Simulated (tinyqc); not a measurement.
Inside a calculation: conductance of a narrow metal strip with scatterers (square lattice, Green functions). Values are carried at full precision from step to step, so a last printed digit may differ when a step is redone from the rounded ones.

A strip of W sites across with hard walls, site energy 0 and hopping -t. Mode n = 1 to W has profile chi_n(j) = sqrt(2/(W + 1)) sin(n j pi/(W + 1)) and energy en = -2t cos(n pi/(W + 1)); E = en - 2t cos(kn a). With z_n = exp(i kn a) (Im k > 0 for closed modes, |z| < 1) each lead gives the self-energy -t z_n in mode n. One column carries the site energies v, here a uniform barrier across the strip, as of a grain boundary. In the mode basis V_nm = sum_j chi_n(j) v_j chi_m(j), G = (E - en + 2 t z_n - V)^-1, and t_nm = 2t sqrt(sin(kn a) sin(km a)) G_nm in size for open modes. T = sum |t_nm|^2, conductance (2e^2/h) T.

Constants: e^2/h = 3.874045865e-05 S.

Inputs chosen for the exercise (hopping and spacing of the size met in Cu or Al; the lattice is a model; not measured data): t = 1 eV (hopping); a = 2.63 angstrom (spacing); W = 4 (sites across); E = -0.65 eV (Fermi energy); v = (0.6, 0.6, 0.6, 0.6) eV (site energies in the scattering column).

## Modes at the Fermi energy

For each n: en, cos(kn a) = (en - E)/(2t), z_n and the velocity 2 t a sin(kn a) (zero if closed).

Modes:
```
n  en (eV)  cos(k a)                  z  dE/dk (eV angstrom)
1  -1.6180  -0.48402  -0.48402+0.87506i               4.6028
2  -0.6180   0.01598   0.01598+0.99987i               5.2593
3   0.6180   0.63402   0.63402+0.77332i               4.0677
4   1.6180   1.13402            0.59923               0.0000
```

3 of 4 modes are open, so the clean strip has a resistance of 4302 ohm, whatever its length.

## The scatterer in the mode basis

Form V_nm.

V (eV), lower triangle:
```
        n=1     n=2     n=3     n=4
n=1  0.6000
n=2       0  0.6000
n=3       0       0  0.6000
n=4       0       0       0  0.6000
```

A uniform column does not mix the modes.

## Green function and transmission

E - en + 2 t z_n = 2t (z_n - cos(kn a)). Invert, form |t_nm|^2 = (2t)^2 Im(z_n) Im(z_m) |G_nm|^2 and sum. The added resistance is 1/(2 (e^2/h) T) less the same for the clean strip.

G (1/eV):
```
                 n=1              n=2              n=3      n=4
n=1  -0.1753-0.5113i           0.0000           0.0000   0.0000
n=2           0.0000  -0.1376-0.4588i           0.0000   0.0000
n=3           0.0000           0.0000  -0.2180-0.5620i   0.0000
n=4           0.0000           0.0000           0.0000  -0.5990
```

|t_nm|^2, lower triangle:
```
        n=1     n=2     n=3  n=4
n=1  0.8948
n=2       0  0.9174
n=3       0       0  0.8692
n=4       0       0       0    0
```

T = 2.6814
added resistance = 511 ohm

Mode 3 passes least (0.869) and mode 2 most (0.917); 0.0 % of the transmitted flux changes mode.

## Checks

- Transmitted plus reflected flux against the number of open modes: both 3.00000.

Program tinyqc; command `OMP_NUM_THREADS=1 python tinyqc.py 1480077 1480078 out.jsonl`; about 0.01 s on one thread of a shared Intel(R) Xeon(R) Processor @ 2.30GHz.
